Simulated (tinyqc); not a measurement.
MOS structure on a p-type body, non-linear Poisson equation by Newton steps: one step of the calculation.

One dimension, insulator interface at x = 0, acceptor density Na, uniform, net doping C = -(acceptor density). psi is counted from the intrinsic level: n = ni exp((psi - Vb)/Vt), p = ni exp(-psi/Vt); deep in the body psi_b = -Vt ln(Na/ni). The gate acts through Cox = eps0 eox/tox and has the potential psi_G = Vg - (phiM - chi - Vt ln(Nc/ni)). Boltzmann statistics, full ionisation, classical densities, no oxide or interface charge.

Task. Converged densities and sheet charges. n and p as above; box widths w_i (half boxes at both ends); band bending psi_0 - psi_b; N_inv = sum w n; N_dep = -sum w (p + C); centroid sum w n x/N_inv; gate charge Cox (psi_G - psi_0)/q.

Values chosen for this exercise; band and dielectric values those of a made-up semiconductor:

| symbol | value | unit | meaning |
|---|---|---|---|
| T | 300 | K | temperature |
| Eg | 1.17 | eV | band gap |
| Nc | 2.67e19 | cm^-3 | conduction-band density of states at T |
| Nv | 2.69e19 | cm^-3 | valence-band density of states at T |
| chi | 4.99 | eV | electron affinity |
| eox | 22.1 |  | relative permittivity of the gate insulator (close to hafnium oxide) |
| tox | 17 | nm | insulator thickness |
| phiM | 5.21 | eV | gate work function |
| Vb | 0 | V | electron quasi-Fermi potential against the body |
| Vg | 0.95 | V | gate voltage against the body |

Constants: q = 1.602176634e-19 C, kB = 1.380649e-23 J/K, Vt = kB T/q, eps0 = 8.8541878128e-14 F/cm where lengths are in cm. Results are converted to the units shown.

x, node 0 to 15 (nm): [0, 0.3, 0.724, 1.32, 2.17, 3.36, 5.05, 7.42, 10.8, 15.5, 22.2, 31.7, 45.1, 63.9, 90.6, 128]
converged psi, node 0 to 15 (V): [0.60480758, 0.58411903, 0.56146535, 0.53517354, 0.50200493, 0.45853920, 0.39927510, 0.31961858, 0.21268379, 0.07698865, -0.09030115, -0.27481695, -0.43007206, -0.47366614, -0.47740153, -0.47756179]
net doping C, node 0 to 15 (cm^-3): [-4.2e17, -4.2e17, -4.2e17, -4.2e17, -4.2e17, -4.2e17, -4.2e17, -4.2e17, -4.2e17, -4.2e17, -4.2e17, -4.2e17, -4.2e17, -4.2e17, -4.2e17, -4.2e17]
ni = 3.9862480e9 cm^-3

Find: n; p; band bending; N_inv; N_dep; centroid of the electrons; gate charge over q.

Result.

n, node 0 to 15 (cm^-3): [5.7661e19, 2.5902e19, 1.0784e19, 3.9002e18, 1.0811e18, 2.0123e17, 2.0328e16, 9.3308e14, 1.4911e13, 7.8328e10, 1.2122e8, 96348, 237.50, 43.987, 38.069, 37.834]
p, node 0 to 15 (cm^-3): [0.27558, 0.61347, 1.4735, 4.0742, 14.698, 78.967, 781.70, 17030, 1.0657e6, 2.0287e8, 1.3109e11, 1.6492e14, 6.6905e16, 3.6125e17, 4.1740e17, 4.2000e17]
band bending = 1.0824 V
N_inv = 2.7782e12 cm^-2
N_dep = 2.3231e12 cm^-2
centroid of the electrons = 0.50797 nm
gate charge over q = 5.1015e12 cm^-2

N_inv + N_dep is within 0.01 % of the gate charge.

Range of the model: On a fine mesh the surface electron density exceeds 0.3 Nc, so degeneracy and confinement would lower the charge and push it away from the interface.

Computed by the program tinyqc: `OMP_NUM_THREADS=1 python tinyqc.py 2080121 2080122 out.jsonl`, one thread of a shared Intel Xeon 2.30GHz, about 0.5 s for the whole run.
